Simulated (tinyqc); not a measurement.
Gate voltage for a given inversion charge.

Question. p-type body, charge-sheet picture, depletion and inversion only, full ionisation (an idealisation for deep acceptors), Boltzmann statistics (rough once Na exp(x - xn) passes about Nc/7). In units of Vt: xg = (Vg - Vfb)/Vt, x = psi/Vt, G = gamma/sqrt(Vt), xn = (2 phiF + Vc)/Vt. The implicit equation is (xg - x)^2 = G^2 [x - 1 + exp(x - xn)] for x above about 3. Cox = eps0 eox/tox. ni = sqrt(Nc Nv) exp(-Eg/(2 Vt)), Eg in volts; phiF = Vt ln(Na/ni); gamma = sqrt(2 q eps0 eps_r Na)/Cox. N_inv = (Cox Vt G/q) [sqrt(x - 1 + exp(x - xn)) - sqrt(x - 1)]. Find x - xn, psi and Vg.

Values chosen for this exercise; band and dielectric values close to those of silicon:
```
symbol,value,unit,meaning
T,250,K,temperature
Eg,1.14,eV,band gap
eps_r,11.7,,relative permittivity
Nc,2.09e19,cm^-3,conduction-band density of states at T
Nv,2.05e19,cm^-3,valence-band density of states at T
eox,3.9,,relative permittivity of the gate insulator (close to silicon dioxide)
tox,4.2,nm,insulator thickness
Na,3.2e16,cm^-3,acceptor density
Vfb,-0.82,V,flat-band voltage
Vc,1,V,channel-body voltage
```

Constants: q = 1.602176634e-19 C, kB = 1.380649e-23 J/K, Vt = kB T/q, eps0 = 8.8541878128e-14 F/cm where lengths are in cm. Results are converted to the units shown.

N_inv = 1.8e10 cm^-2

Solution. N_inv rises steadily with x, so it fixes x; the implicit equation then gives xg directly.

x - xn = 1.277
psi = 1.889 V
Vg = 1.243 V

Program tinyqc, `OMP_NUM_THREADS=1 python tinyqc.py 2122195 2122196 out.jsonl`; Intel Xeon 2.30GHz, shared host, one thread, about 0.01 s.
